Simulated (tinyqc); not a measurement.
Stoner model of a band ferromagnet: sweeps and comparisons. A value that a table varies takes the place of the one given here.

Density of states per atom and spin: flat with a rise to the top, D(e) = (M/W) [1 - sp + 4 sp (e/W + 1/2)^3]. Levels e -/+ I m/2 for up and down spin, m = n_up - n_down, n_up + n_down = nd. At zero temperature e(N) is the energy below which N states lie, and E(m) = sum over spins of integral e D de - I m^2/4.

Constants: kB = 8.617333262e-05 eV/K.

Values chosen for the exercise:
```
symbol  value  unit  meaning
W       5.7    eV    band width, e from -W/2 to W/2
M       5            states per atom and spin
nd      7.25         electrons per atom
sp      0.63         shape parameter
I       0.77   eV    Stoner parameter
```

## Moment against temperature

Fermi-Dirac occupations on 600 equal energy intervals; m is iterated from saturation until it changes by less than 1e-7 or for 400 rounds; the paramagnet is unstable while I times the mean of D weighted by -df/de exceeds 1.

Results:
```
T/Tc  T (K)  m (muB)  I D(T) of the paramagnet
0.10    572    2.750                     1.450
0.30   1716    2.734                     1.423
0.50   2860    2.601                     1.315
0.65   3718    2.356                     1.214
0.80   4576    1.913                     1.116
0.90   5148    1.412                     1.056
0.95   5434    1.019                     1.027
1.10   6292    0.000                     0.949
```

Tc (from I D(T) = 1) = 5.72e+03 K

kB Tc = 0.493 eV, 0.23 of the exchange splitting at zero temperature. m keeps 0.95 of its first value at half Tc and 0.51 at 0.9 Tc. The model knows only Stoner excitations; spin waves and local moments bring the ordering temperature below the Stoner value.

## Moment against the Stoner parameter

Lowest state for each I.

Results:
```
I (eV)  I D(EF)  m (muB)  E - E(0) (meV)
0.32      0.603    0.000             0.0
0.43      0.810    0.000             0.0
0.48      0.904    0.000             0.0
0.53      0.998    0.000             0.0
0.59      1.112    2.750           -87.0
0.67      1.262    2.750          -238.2
0.80      1.507    2.750          -484.0
0.96      1.809    2.750          -786.5
```

A moment first appears at I = 0.59 eV of those listed, where I D(EF) = 1.112. It is saturated at 2.750 from I = 0.59 eV on. Between that row and the one before it m goes from zero to saturation; the table does not show whether the onset is abrupt.

## Moment against band filling

Rigid band, I fixed: a Slater-Pauling curve.

Results:
```
nd   I D(EF)  m (muB)  m_max
3.0    0.610    0.000    3.0
4.0    0.813    0.000    4.0
5.0    1.014    1.012    5.0
6.0    1.211    4.000    4.0
6.5    1.308    3.500    3.5
7.0    1.403    3.000    3.0
7.5    1.498    2.500    2.5
8.0    1.591    2.000    2.0
8.5    1.683    1.500    1.5
9.0    1.773    1.000    1.0
9.5    1.863    0.500    0.5
```

Magnetic fillings among those listed: 5.0, 6.0, 6.5, 7.0, 7.5, 8.0, 8.5, 9.0 and 9.5; the largest moment is 4.00 at nd = 6. At 6.0, 6.5, 7.0, 7.5, 8.0, 8.5, 9.0 and 9.5 the moment is saturated and follows m_max, changing by one per electron.

## What moves the moment

Lowest state for each case. Each row changes one parameter from the base and keeps the others.

Results:
```
case          I D(EF)  m (muB)  E - E(0) (meV)
base            1.451    2.750          -427.3
W = 5.244 eV    1.577    2.750          -509.5
I = 0.832 eV    1.567    2.750          -544.5
nd = 6.95       1.394    3.050          -461.9
sp = 0.73       1.626    2.750          -540.2
```

The largest shifts from the base row, up to three for each result and ties (the steps differ in size, so this ranks the rows, not the parameters). I D(EF): sp +0.176, W +0.126, I +0.117. m (muB): nd +0.300; unchanged at the printed digits by W, I and sp. E - E(0) (meV): I -117.2, sp -113.0, W -82.3.

Run: tinyqc, `OMP_NUM_THREADS=1 python tinyqc.py 1682408 1682409 out.jsonl`; Intel(R) Xeon(R) Processor @ 2.30GHz, one thread, shared host; about 0.3 s of CPU time with all checks.
